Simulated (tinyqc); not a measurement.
# One gate, two gates and a surrounding gate

Below threshold the potential that source and drain add obeys Laplace's equation, vanishes on the gates and decays along the channel as exp(-k y). The same ts (depleted depth over a conducting body, body thickness or wire diameter), ti and permittivities in three geometries; k is the smallest positive root of: one gate, f(k) = eps_r sin(k ti) cos(k ts) + ei cos(k ti) sin(k ts); two gates, f(k) = ei cos(k ti) cos(k ts/2) - eps_r sin(k ti) sin(k ts/2); wire, f(k) = ei J0(u)[J1(u) Y0(v) - Y1(u) J0(v)] - eps_r J1(u)[J0(u) Y0(v) - Y0(u) J0(v)], u = k ts/2, v = u + k ti. Parabolic estimates of l: sqrt((eps_r/ei) ts ti); sqrt((eps_r/(2 ei)) ts ti (1 + ei ts/(4 eps_r ti))); sqrt([2 eps_r ts^2 ln(1 + 2 ti/ts) + ei ts^2]/(16 ei)), in the same order.

Parameters, values chosen for the exercise; permittivities: semiconductor close to that of silicon, insulator close to that of hafnium oxide: relative permittivity of the semiconductor eps_r = 11.5; relative permittivity of the insulator ei = 21; insulator thickness ti = 3.9 nm; wire diameter ts = 14.7 nm.

Scale lengths (nm):
```
                                 Lambda = pi/k  l = 1/k  l(parabolic)
one gate over a conducting body         17.121   5.4499        5.6031
two gates                               19.405   6.1769        6.5352
wire                                    12.756   4.0603        4.4499
```

What does the table show?

The wire has the shortest scale length, 0.657 times that of the double gate; the single gate over a conducting body has 0.882 times it, its layer ending directly on a conductor where the double gate has a second insulator. The parabolic estimates are 2.8 % above, 5.8 % above and 9.6 % above the exact l, in the order of the rows.

Computed by the program tinyqc: `OMP_NUM_THREADS=1 python tinyqc.py 2420096 2420097 out.jsonl`, one thread of a shared Intel Xeon 2.30GHz, about 0.01 s for the whole run.
